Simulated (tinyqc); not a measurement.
Inside a calculation. Method: plane-wave Kohn-Sham cycle with exchange-only LDA in a layered model solid. Computed by tinyqc, a small Python program that keeps every step. Settings: points = 16, plane-wave index or count = 2, electrons = 2, k points = 4, area = 20.0, mixing = 0.8, iteration cap = 71, Pulay depth = 5. Command: `OMP_NUM_THREADS=1 python tinyqc.py 28243 28244 out.jsonl` (the two numbers bound the seeds that draw the settings). One thread of a shared host (Intel(R) Xeon(R) Processor @ 2.60GHz), about 0.01 s of CPU time with the checks. Later iterations appear only in the table of the cycle.

## Iteration 1: potential

A solid whose potential varies along x alone (atomic units):
```
parameter                      value
period a                    6.100000
cross-section of the cell  20.000000
electrons per cell                 2
grid points                       16
plane waves -n..n, n               2
k points                           4
V1 in V1 cos(2 pi x/a)     -0.360000
V2 in V2 cos(4 pi x/a)      0.130000
```

density at the start, on the grid x_j = j a/N (e/bohr^3): 0.01639344  0.01639344  0.01639344  0.01639344  0.01639344  0.01639344  0.01639344  0.01639344  0.01639344  0.01639344  0.01639344  0.01639344  0.01639344  0.01639344  0.01639344  0.01639344

V_H(G) = 4 pi rho(G)/G^2 for G != 0 (uniform background); v_x = -(3 rho/pi)^(1/3); V = V_ext + V_H + v_x; Fourier components f(G_m) = (1/N) sum_j f(x_j) exp(-i G_m x_j).

Potentials on the grid (hartree):
```
x             V_ext       V_H        v_x          V
0.000000  -0.230000  0.000000  -0.250158  -0.480158
0.381250  -0.240673  0.000000  -0.250158  -0.490830
0.762500  -0.254558  0.000000  -0.250158  -0.504716
1.143750  -0.229690  0.000000  -0.250158  -0.479848
1.525000  -0.130000  0.000000  -0.250158  -0.380158
1.906250   0.045842  0.000000  -0.250158  -0.204316
2.287500   0.254558  0.000000  -0.250158   0.004401
2.668750   0.424521  0.000000  -0.250158   0.174363
3.050000   0.490000  0.000000  -0.250158   0.239842
3.431250   0.424521  0.000000  -0.250158   0.174363
3.812500   0.254558  0.000000  -0.250158   0.004401
4.193750   0.045842  0.000000  -0.250158  -0.204316
4.575000  -0.130000  0.000000  -0.250158  -0.380158
4.956250  -0.229690  0.000000  -0.250158  -0.479848
5.337500  -0.254558  0.000000  -0.250158  -0.504716
5.718750  -0.240673  0.000000  -0.250158  -0.490830
```

V(G_m), m = 0, 1, 2, ... (hartree): -0.250158  -0.180000  0.065000  0.000000  0.000000

## Iteration 1: Hamiltonian at one k

k = 0.125000 2 pi / a

H(m,m') = (k + G_m)^2/2 delta + V(G_m - G_m'), with V(-G) = V(G).

H (hartree), lower triangle:
```
           -2         -1         +0         +1        +2
-2   1.614816
-1  -0.180000   0.155992
+0   0.065000  -0.180000  -0.241869
+1   0.000000   0.065000  -0.180000   0.421233
+2   0.000000   0.000000   0.065000  -0.180000  2.145297
```

## Iteration 1: levels at that k

Diagonalise the Hermitian matrix.

eigenvalues (hartree): -0.340014  0.149113  0.478622  1.640859  2.166889

## Iteration 1: new density

Motion across x is left out: the lowest 1 band(s) hold two electrons at each of the k points (j + 1/2)/nk - 1/2. Residual R = rho(out) - rho(in); rho(new) = rho(in) + 0.8 R. rho(out) = 2/(a A nk) sum |psi|^2 with psi = sum c exp(i G x). Harris energy E = band energy - dV sum rho (V_H/2 + v_x) + (3/4) dV sum rho v_x with rho(in), dV = a A/N, band energy = (2/nk) sum of the filled levels.

rho(out) (e/bohr^3): 0.03498403  0.03320638  0.02831032  0.02150486  0.01441464  0.00849105  0.00448712  0.00237148  0.00173933  0.00237148  0.00448712  0.00849105  0.01441464  0.02150486  0.02831032  0.03320638

density after iteration 1 (e/bohr^3): 0.03126592  0.02984379  0.02592695  0.02048258  0.01481040  0.01007153  0.00686839  0.00517588  0.00467015  0.00517588  0.00686839  0.01007153  0.01481040  0.02048258  0.02592695  0.02984379

energy per cell = -0.52980562 hartree

## Iteration 2: potential

As before.

Potentials on the grid (hartree):
```
x             V_ext        V_H        v_x          V
0.000000  -0.230000   0.163116  -0.310228  -0.377112
0.381250  -0.240673   0.149753  -0.305451  -0.396371
0.762500  -0.254558   0.112206  -0.291457  -0.433809
1.143750  -0.229690   0.057482  -0.269434  -0.441642
1.525000  -0.130000  -0.004678  -0.241831  -0.376510
1.906250   0.045842  -0.064093  -0.212662  -0.230913
2.287500   0.254558  -0.112200  -0.187187  -0.044828
2.668750   0.424521  -0.143141  -0.170341   0.111039
3.050000   0.490000  -0.153772  -0.164602   0.171626
3.431250   0.424521  -0.143141  -0.170341   0.111039
3.812500   0.254558  -0.112200  -0.187187  -0.044828
4.193750   0.045842  -0.064093  -0.212662  -0.230913
4.575000  -0.130000  -0.004678  -0.241831  -0.376510
4.956250  -0.229690   0.057482  -0.269434  -0.441642
5.337500  -0.254558   0.112206  -0.291457  -0.433809
5.718750  -0.240673   0.149753  -0.305451  -0.396371
```

V(G_m), m = 0, 1, 2, ... (hartree): -0.239472  -0.137356  0.068447  0.000149  -0.000077

## Iteration 2: Hamiltonian at one k

k = 0.125000 2 pi / a

As before.

H (hartree), lower triangle:
```
           -2         -1         +0         +1        +2
-2   1.625501
-1  -0.137356   0.166678
+0   0.068447  -0.137356  -0.231183
+1   0.000149   0.068447  -0.137356   0.431918
+2  -0.000077   0.000149   0.068447  -0.137356  2.155982
```

## Iteration 2: levels at that k

As before.

eigenvalues (hartree): -0.292749  0.156593  0.473583  1.641932  2.169538

## Iteration 2: new density

B (overlaps of the stored error matrices):
```
               1              2
1  2.2714587e-03  1.4330845e-04
2  1.4330845e-04  1.8142795e-05
```

Motion across x is left out: the lowest 1 band(s) hold two electrons at each of the k points (j + 1/2)/nk - 1/2. Residual R = rho(out) - rho(in); rho(new) = rho(in) + 0.8 R; Pulay mixing then takes sum c_i of the stored mixed densities, with c from B_ij = sum R_i R_j as in DIIS. rho(out) = 2/(a A nk) sum |psi|^2 with psi = sum c exp(i G x). Harris energy E = band energy - dV sum rho (V_H/2 + v_x) + (3/4) dV sum rho v_x with rho(in), dV = a A/N, band energy = (2/nk) sum of the filled levels.

rho(out) (e/bohr^3): 0.03137774  0.03022154  0.02685826  0.02172508  0.01574290  0.01013790  0.00592310  0.00348926  0.00272127  0.00348926  0.00592310  0.01013790  0.01574290  0.02172508  0.02685826  0.03022154

DIIS coefficients: -0.062490  1.062490

density after iteration 2 (e/bohr^3): 0.03136096  0.03016487  0.02671856  0.02153870  0.01560302  0.01012794  0.00606490  0.00374226  0.00301362  0.00374226  0.00606490  0.01012794  0.01560302  0.02153870  0.02671856  0.03016487

energy per cell = -0.48160847 hartree

## Convergence

Stop when sqrt(dV sum R^2) is below 1e-8, dV = a A/N.

Course of the cycle:
```
iteration  E (hartree)  norm of the residual
1          -0.52980562              1.32e-01
2          -0.48160847              1.18e-02
3          -0.48168142              2.08e-03
4          -0.48169070              2.38e-05
5          -0.48169069              7.21e-06
6          -0.48169069              1.00e-07
7          -0.48169069              5.30e-08
8          -0.48169069              6.74e-11
```

Converged in 8 iterations. Before convergence this energy mixes input and output and is not variational, so it may rise towards its limit.
